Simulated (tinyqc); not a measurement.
Electron-beam lithography: double-Gaussian proximity function, edge placement and dose correction for parallel lines: one step, computed by the program tinyqc. Command: `OMP_NUM_THREADS=1 python tinyqc.py 3111527 3111528 out.jsonl proximity walk`. One thread of a shared host (Intel(R) Xeon(R) Processor @ 2.30GHz), about 0.01 s of CPU time with the checks.

Lines are infinitely long. Absorbed energy is counted so that the middle of a very large area written at dose 1 receives 1; the resist develops where it exceeds 1/2.

Task: Dose correction. Uncorrected edge energies are M 1. Solve M d = 1/2 for the doses d that put the mean edge energy of every line at the threshold.

M, rows 1, 2, 3, 4:
$$\begin{pmatrix}
0.4765108 & 0.0066364 & 0.0055692 & 0.0012900 \\
0.2177633 & 0.2493199 & 0.0131144 & 0.0031147 \\
0.0344985 & 0.0043411 & 0.2719317 & 0.0100336 \\
0.0248758 & 0.0034305 & 0.0335107 & 0.2482869
\end{pmatrix}$$

Give: edge energies at dose 1; corrected doses; largest over smallest dose.

Result:

edge energies at dose 1: 1 0.49001, 2 0.48331, 3 0.32080, 4 0.31010

corrected doses: 1 1.0115, 2 1.0151, 3 1.6322, 4 1.6781

largest over smallest dose = 1.6590
